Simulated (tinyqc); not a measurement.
A chain with uneven site energies and dephasing by Buettiker voltage probes: one step of the calculation.

Sites 1 to 3 form a chain with hopping -t. Lead L joins site 1 and lead R site 3, both semi-infinite chains with hopping -t and site energy 0. Every site carries a probe with self-energy -i Gamma_p/2 that draws no net current. Linear response at zero temperature: mu_L = 1, mu_R = 0 in units of the bias.

Task. Transmissions between terminals. With Gamma the broadening by one lead, T_RL = Gamma^2 |G_(3,1)|^2, T_pL = Gamma Gamma_p |G_(p,1)|^2, T_pR = Gamma Gamma_p |G_(p,3)|^2, T_pq = Gamma_p^2 |G_(p,q)|^2 for p != q.

Parameters, values chosen for the exercise:
- gp = 1.6 eV (probe broadening Gamma_p)

G (1/eV):

|  | 1 | 2 | 3 |
|---|---|---|---|
| 1 | -0.05796973-0.40643300i | 0.13689268-0.19993684i | 0.18472981+0.00684128i |
| 2 | 0.13689268-0.19993684i | -0.13259859-0.28166945i | 0.12765619-0.20027890i |
| 3 | 0.18472981+0.00684128i | 0.12765619-0.20027890i | -0.07343870-0.40238130i |

Gamma = 1.9463813 eV

Find: T_RL; T_pL; T_pR; T_pq.

Result.

T_RL = 0.1295

| probe | T_pL | T_pR |
|---|---|---|
| 1 | 0.5249 | 0.1064 |
| 2 | 0.1828 | 0.1757 |
| 3 | 0.1064 | 0.5210 |

T_pq:

|  | 1 | 2 | 3 |
|---|---|---|---|
| 1 | 0.0000 | 0.1503 | 0.0875 |
| 2 | 0.1503 | 0.0000 | 0.1444 |
| 3 | 0.0875 | 0.1444 | 0.0000 |

tinyqc, about 0.01 s, one thread, Intel Xeon 2.30GHz (shared host): `OMP_NUM_THREADS=1 python tinyqc.py 2700116 2700117 out.jsonl`
